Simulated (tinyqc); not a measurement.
Read current of a NAND string, cells in series solved by shooting: one step of the calculation.

Cells in series, numbered from 0 at the source line (0 V) to the bit line, each followed by a gap resistance Rg. A cell with gate Vg, threshold VT, source Vs and drain Vd passes I = 2 nf K Vt^2 [F(Vs) - F(Vd)]/(1 + th max(Vg - VT, 0)), F(V) = ln^2(1 + exp((Vg - VT - nf V)/(2 nf Vt))). The selected cell has Vg = Vr, the others Vg = Vp.

Problem. Node voltages for a trial current. For a trial current I start at 0 V and, cell by cell (the selected one is cell 0), solve for the drain: sqrt(F(Vd)) = sqrt(F(Vs) - I/k), k = 2 nf K Vt^2/(1 + th max(Vg - VT, 0)), Vd = [Vg - VT - 2 nf Vt ln(exp(sqrt F) - 1)]/nf, then add I Rg.

Parameters, values chosen for the exercise; values of the order met in vertical NAND strings: temperature T = 300 K; gain factor of a cell K = 22 uA/V^2; slope factor nf = 2.2; mobility reduction factor th = 0.17 1/V; resistance of the gap between cells Rg = 17 kohm; bit-line voltage Vbl = 0.4 V; pass voltage Vp = 6.6 V; read voltage on the selected word line Vr = 3.67 V.

Constants: q = 1.602176634e-19 C, kB = 1.380649e-23 J/K, Vt = kB T/q. Results are converted to the units shown.

first trial current = 1.7 uA
thresholds from the source end, cell 0 to 3 (V): [2.6, -2, 3.4, -2]

Wanted: node voltage after each cell and gap, trial 1.

Solution.

node voltage after each cell and gap, trial 1, cell 0 to 3 (V): [0.12346, 0.17528, 0.24730, 0.29989]

tinyqc, about 1 s, one thread, Intel Xeon 2.30GHz (shared host): `OMP_NUM_THREADS=1 python tinyqc.py 2142268 2142269 out.jsonl`
